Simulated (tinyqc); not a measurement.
Inside a calculation: sp3s* tight binding. Values are carried at full precision from step to step, so a last printed digit may differ when a step is redone from the rounded ones.

sp3s* tight binding, nearest neighbours only: anion (a) at 0, cation (c) at a/4 (1,1,1), orbitals s, px, py, pz, s* on each; k in units of 2 pi/a. With phases e_j = exp(i (pi/2) k.n_j) for n = (1,1,1), (1,-1,-1), (-1,1,-1), (-1,-1,1): g0 = (e1+e2+e3+e4)/4, g1 = (e1+e2-e3-e4)/4, g2 = (e1-e2+e3-e4)/4, g3 = (e1-e2-e3+e4)/4. The diagonal holds the levels Esa, Epa, Exa (s*) and Esc, Epc, Exc. Anion-cation block: <sa|sc> = Vss g0; <sa|xc> = Vsapc g1; <xa|sc> = -Vscpa g1; <xa|xc> = Vxx g0; <xa|yc> = <ya|xc> = Vxy g3, <xa|zc> = <za|xc> = Vxy g2, <ya|zc> = <za|yc> = Vxy g1; <s*a|xc> = Vxapc g1; <xa|s*c> = -Vpaxc g1; y and z take g2 and g3 in place of g1; s-s* and s*-s* vanish.

Constants: hbar^2/2m0 = 3.80998211 eV angstrom^2.

Parameters, chosen for this exercise (near a published set for GaAs, fitted to gaps, whose masses and valley positions are rough; not measured data):
- k = (0.24, 0, 0) 2 pi/a (wave vector)
- Esa = -8.358 eV (s level of the anion)
- Epa = 1.04 eV (p level of the anion)
- Esc = -2.658 eV (s level of the cation)
- Epc = 3.672 eV (p level of the cation)
- Exa = 8.579 eV (s* level of the anion)
- Exc = 6.748 eV (s* level of the cation)
- Vss = -6.46 eV (s-s)
- Vxx = 1.95 eV (px-px)
- Vxy = 5.074 eV (px-py)
- Vsapc = 4.468 eV (s anion, p cation)
- Vscpa = 5.783 eV (s cation, p anion)
- Vxapc = 4.836 eV (s* anion, p cation)
- Vpaxc = 4.819 eV (p anion, s* cation)
- a = 5.658 angstrom (lattice constant)

## Phase sums

Form g0 to g3 at this k.

g0, g1, g2, g3: 0.92978  0.36812i  0.00000  0.00000

## The Hamiltonian without spin-orbit coupling

Fill in the 10 x 10 matrix.

H(k) (eV), lower triangle (Hermitian):
```
           sa       xa        ya        za       s*a       sc      xc      yc      zc     s*c
sa    -8.3580
xa          0   1.0400
ya          0        0    1.0400
za          0        0         0    1.0400
s*a         0        0         0         0    8.5790
sc    -6.0064  2.1289i         0         0         0  -2.6580
xc   -1.6448i   1.8131         0         0  -1.7803i        0  3.6720
yc          0        0    1.8131  -1.8679i         0        0       0  3.6720
zc          0        0  -1.8679i    1.8131         0        0       0       0  3.6720
s*c         0  1.7740i         0         0         0        0       0       0       0  6.7480
```

## Levels at this k

Diagonalise H, which belongs to k = (0.24, 0, 0) (2 pi/a). Four bands are filled (two electrons each); give the make-up of band 5, the lowest empty one.

levels (eV): -12.3519  -1.6620  -0.5608  -0.5608  2.4640  4.0048  5.2728  5.2728  7.3451  9.2230

weights of band 5: s 0.665, p 0.291, s* 0.045

weight of band 5 on atom a = 0.414

The vertical gap at this k is 3.0249 eV; band 5 is mostly s-like.

## Levels at Gamma

At k = 0 only g0 = 1 is left and H falls into 2 x 2 blocks [[E_a, V], [V, E_c]] with roots (E_a + E_c)/2 -/+ sqrt(((E_a - E_c)/2)^2 + V^2); the s* levels stay uncoupled. The direct gap runs from the highest lower root of the p blocks to the lowest upper root.

Blocks at Gamma (eV):

| block | E_a | E_c | V | lower root | upper root |
|---|---|---|---|---|---|
| s (Gamma1) | -8.3580 | -2.6580 | -6.4600 | -12.5687 | 1.5527 |
| p (Gamma15) | 1.0400 | 3.6720 | 1.9500 | 0.0035 | 4.7085 |

direct gap at Gamma = 1.5493 eV

The lowest empty level at Gamma is s-like.

## Bands near the gap

Diagonalise at L = (1/2,1/2,1/2), X = (1,0,0), W = (1,1/2,0), K = (3/4,3/4,0) and at the fractions named between them; energies from the top of the valence band at Gamma; 4 bands are filled.

Levels (eV):

| k | level 2 | level 3 | level 4 | level 5 | level 6 |
|---|---|---|---|---|---|
| L | -6.988 | -1.398 | -1.398 | 1.683 | 3.806 |
| L-G 0.5 | -4.137 | -0.778 | -0.778 | 2.126 | 4.214 |
| G | 0.000 | 0.000 | 0.000 | 1.549 | 4.705 |
| G-X 0.2 | -1.285 | -0.410 | -0.410 | 2.308 | 4.179 |
| G-X 0.4 | -3.245 | -1.269 | -1.269 | 2.793 | 3.281 |
| G-X 0.6 | -5.145 | -2.108 | -2.108 | 2.514 | 2.777 |
| G-X 0.7 | -5.995 | -2.439 | -2.439 | 2.279 | 2.647 |
| G-X 0.8 | -6.731 | -2.686 | -2.686 | 2.125 | 2.514 |
| G-X 0.9 | -7.282 | -2.838 | -2.838 | 2.045 | 2.411 |
| X | -7.502 | -2.889 | -2.889 | 2.022 | 2.371 |
| W | -7.502 | -2.889 | -2.889 | 2.022 | 2.371 |
| K | -7.414 | -3.119 | -2.448 | 1.976 | 2.507 |
| K-G 0.5 | -4.815 | -1.962 | -0.845 | 2.396 | 3.532 |

On these points the lowest empty level is lowest at G, 1.549 eV above the top.

## Valleys and masses

The lowest conduction level at Gamma, at its minimum on (x,0,0) for x from 0.5 to 1, and at the point L (L, and X where the search ends there, need not be minima in this model; a zero or negative inverse mass shows it). Inverse masses m0/m = (E(+h) + E(-h) - 2 E)/(2 c q^2) with c = hbar^2/2m0, q = h 2 pi/a, h = 0.002; longitudinal along the valley axis ([100] at Gamma and Delta, [111] at L), transverse along [010] or [1-10]. A dash: the next level lies within 0.15 eV, so a single mass has no use there.

Valleys:

| valley | x (2 pi/a) | E - Ev (eV) | m0/m_l | m0/m_t |
|---|---|---|---|---|
| Gamma | 0.0000 | 1.5493 | 8.41 | 8.41 |
| Delta | 1.0000 | 2.0223 | 0.46 | 0.00 |
| L | 0.5000 | 1.6828 | 0.62 | 1.36 |

Of these three the lowest is Gamma, which makes the gap direct, 1.5493 eV. At Delta m0/m_t is 0.00. This nearest-neighbour model is fitted to gaps: it places the Delta minimum and the masses at Delta and L only roughly (transverse masses can be several times too heavy), and since its bands are flat from X to W the transverse mass grows too heavy towards X; d orbitals or second neighbours cure this.

## Checks

- Direct gap at Gamma from the blocks against the full matrix: both 1.54926.

(tinyqc, `OMP_NUM_THREADS=1 python tinyqc.py 1480415 1480416 out.jsonl`, Intel(R) Xeon(R) Processor @ 2.30GHz, 1 thread, shared host, about 0.1 s.)
